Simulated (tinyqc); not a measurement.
Weibull analysis of times to dielectric breakdown, with area scaling: two steps of the calculation.

Breakdown times follow F(t) = 1 - exp(-(t/t63)^beta). The 12 times below were drawn at random from beta = 1.1, t63 = 360 s and are treated as data; all samples failed.

Inputs (values chosen for the exercise):
```
symbol  value  unit                                  meaning
t63       360     s  characteristic time of a test capacitor
beta      1.1                                  Weibull slope
```

Problem 1. Median ranks and the Weibull scale. F_i = (i - 0.3)/(n + 0.4) for the sorted times, W_i = ln(-ln(1 - F_i)).

| i | t (s) |
|---|---|
| 1 | 10.8 |
| 2 | 34.1 |
| 3 | 105 |
| 4 | 157 |
| 5 | 225 |
| 6 | 240 |
| 7 | 285 |
| 8 | 487 |
| 9 | 509 |
| 10 | 563 |
| 11 | 860 |
| 12 | 1100 |

Wanted: F; W; ln t.

Solution 1.

| i | F | W | ln t |
|---|---|---|---|
| 1 | 0.0565 | -2.845 | 2.380 |
| 2 | 0.1371 | -1.914 | 3.529 |
| 3 | 0.2177 | -1.404 | 4.654 |
| 4 | 0.2984 | -1.037 | 5.056 |
| 5 | 0.3790 | -0.741 | 5.416 |
| 6 | 0.4597 | -0.485 | 5.481 |
| 7 | 0.5403 | -0.252 | 5.652 |
| 8 | 0.6210 | -0.030 | 6.188 |
| 9 | 0.7016 | 0.190 | 6.232 |
| 10 | 0.7823 | 0.422 | 6.333 |
| 11 | 0.8629 | 0.687 | 6.757 |
| 12 | 0.9435 | 1.056 | 7.003 |

Problem 2. Straight-line fit. Least squares of W on ln t: beta = sum (x - mean x)(W - mean W)/sum (x - mean x)^2 with x = ln t, and ln t63 = mean x - mean W/beta.

| i | W | ln t |
|---|---|---|
| 1 | -2.8454583 | 2.3795461 |
| 2 | -1.9142476 | 3.5292974 |
| 3 | -1.4041708 | 4.6539604 |
| 4 | -1.0374040 | 5.0562458 |
| 5 | -0.7413376 | 5.4161004 |
| 6 | -0.4851758 | 5.4806389 |
| 7 | -0.2520186 | 5.6524892 |
| 8 | -0.0303211 | 6.1882641 |
| 9 | 0.1900943 | 6.2324480 |
| 10 | 0.4216302 | 6.3332796 |
| 11 | 0.6866603 | 6.7569324 |
| 12 | 1.0558340 | 7.0030655 |

Give: beta; t63.

Solution 2.

beta = 0.8293
t63 = 415.3 s

beta is 25 % below the value that made the data and t63 15 % above it.

Computed by the program tinyqc: `OMP_NUM_THREADS=1 python tinyqc.py 2070028 2070029 out.jsonl`, one thread of a shared Intel Xeon 2.30GHz, about 0.01 s for the whole run.
